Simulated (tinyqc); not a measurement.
MOS capacitor on a p-type substrate, surface potential from the exact charge relation: two steps of the calculation.

Uniform p-type substrate, Boltzmann statistics, full ionisation, classical densities. psi is the surface potential against the body (positive when the bands bend down) and u = psi/Vt. Traps are spread evenly over the gap and neutral at flat band, so their charge is -q Dit psi; the minority quasi-Fermi level is shifted by Vb.

Inputs (values chosen for the exercise); band and dielectric values close to those of silicon: temperature T = 300 K; band gap Eg = 1.12 eV; relative permittivity eps_r = 11.6; conduction-band density of states at T Nc = 2.76e19 cm^-3; valence-band density of states at T Nv = 2.65e19 cm^-3; electron affinity chi = 4.02 eV; acceptor density of the substrate N = 2.1e18 cm^-3; relative permittivity of the gate insulator (close to silicon nitride) eox = 7.28; insulator thickness tox = 4.3 nm; gate work function phiM = 5.12 eV; fixed charge at the interface, in units of q Nf = -1.6e10 cm^-2; density of interface traps Dit = 0 cm^-2 eV^-1; reverse bias of the inversion layer against the body Vb = 1.3 V; gate voltage against the body Vg = -0.18 V.

Constants: q = 1.602176634e-19 C, kB = 1.380649e-23 J/K, Vt = kB T/q, eps0 = 8.8541878128e-14 F/cm where lengths are in cm. Results are converted to the units shown.

Question 1. Flat band, threshold and scales. ni = sqrt(Nc Nv) exp(-Eg/(2 Vt)), Eg in volts; phiF = Vt ln(N/ni); Cox = eps0 eox/tox; Vfb = phiM - chi - (Eg - Vt ln(Nv/N)) - q Nf/Cox; Q0 = sqrt(2 eps0 eps_r q N Vt); r = (ni/N)^2 exp(-Vb/Vt); VT = Vfb + [(2 phiF + Vb)(1 + q Dit/Cox) + sqrt(2 eps0 eps_r q N (2 phiF + Vb))/Cox].

Give: ni; phiF; Cox; Vfb; Q0; r; VT.

Answer 1.

ni = 1.058e10 cm^-3
phiF = 0.4939 V
Cox = 1.499 uF/cm^2
Vfb = 0.04725 V
Q0 = 133.7 nC/cm^2
r = 3.677e-39
VT = 3.174 V

Question 2. Newton step for the surface potential. u = psi/Vt; F^2 = exp(-u) + u - 1 + r (exp(u) - u - 1); Qs = -sign(u) Q0 F; Cs = -dQs/dpsi = (Q0/Vt) |1 - exp(-u) + r (exp(u) - 1)|/(2 F). f = Vfb + psi + (q Dit psi - Qs)/Cox - Vg, f' = 1 + (Cs + q Dit)/Cox, psi(new) = psi - f/f'.

psi after iteration 1 = -0.083959968 V
Cox = 1.4990346 uF/cm^2
Vfb = 0.047250270 V
Q0 = 133.66887 nC/cm^2
r = 3.6771020e-39

Find: u; F; Qs; Cs; f; f'; psi after iteration 2.

Answer 2.

u = -3.2477
F = 4.6351
Qs = 619.56 nC/cm^2
Cs = 13.794 uF/cm^2
f = -0.27002 V
f' = 10.202
psi after iteration 2 = -0.057493 V

Computed by the program tinyqc: `OMP_NUM_THREADS=1 python tinyqc.py 2060092 2060093 out.jsonl`, one thread of a shared Intel Xeon 2.30GHz, about 0.01 s for the whole run.
